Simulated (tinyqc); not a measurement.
Stretching all distances: RHF, UHF, MP2, CISD and CCSD against full CI in the sto-3g basis, for BeH2, spin multiplicity 1. Computed by the program tinyqc with PySCF. All coordinates are multiplied by the scale. c0^2 is the weight of the RHF determinant in the lowest singlet FCI state (UHF is spin-contaminated and may lie near states of higher spin) and n(LUMO) the first natural occupation beyond the occupied space.

Geometry (angstrom):

| atom | x | y | z |
|---|---|---|---|
| Be | 0.0000 | 0.0000 | 0.0000 |
| H | 0.0000 | 1.2430 | 0.0440 |
| H | 0.0000 | -1.2430 | 0.0440 |

Full CI energy (hartree) and errors against it (kcal/mol):

| scale | distance 1-2 (angstrom) | E(FCI) | RHF | UHF | MP2 | CISD | CCSD | <S^2> UHF | c0^2 | n(LUMO) |
|---|---|---|---|---|---|---|---|---|---|---|
| 0.9000 | 1.1194 | -15.558357 | 17.6168 | 17.6168 | 5.4228 | 0.3111 | 0.1831 | 0.0000 | 0.9802 | 0.0177 |
| 1.1500 | 1.4303 | -15.587051 | 25.0168 | 25.0168 | 8.8058 | 0.6304 | 0.3106 | 0.0000 | 0.9656 | 0.0370 |
| 1.4000 | 1.7413 | -15.517773 | 39.0533 | 39.0533 | 15.7668 | 1.7349 | 0.7536 | 0.0000 | 0.9281 | 0.0864 |
| 1.6400 | 2.0398 | -15.435562 | 61.0710 | 50.0272 | 27.5071 | 4.8181 | 2.0422 | 0.7218 | 0.8484 | 0.1981 |
| 1.8900 | 2.3507 | -15.369847 | 96.3032 | 36.4964 | 47.5303 | 12.0210 | 4.6933 | 1.2021 | 0.6710 | 0.4616 |

What does the comparison show, and why?

UHF parts from RHF first at scale 1.64 of those listed, where <S^2> leaves zero. The weight c0^2 goes from 0.98 to 0.67 and n(LUMO) from 0.02 to 0.46: static correlation grows as the bonds break into open-shell fragments. The spread of the error along the curve, which distorts its shape, is CCSD 4.5, CISD 11.7, UHF 32.4, MP2 42.1, RHF 78.7 kcal/mol. The table stops here: at scale 2.14 and beyond, the reference weight falls under 0.45 or RHF, UHF or CCSD hop between solutions, so those rows were left out and the spreads given cover only the rows shown. As computed, partly on other solutions, the errors there reach in size RHF 242, UHF 31, MP2 112, CISD 22, CCSD 4 kcal/mol.
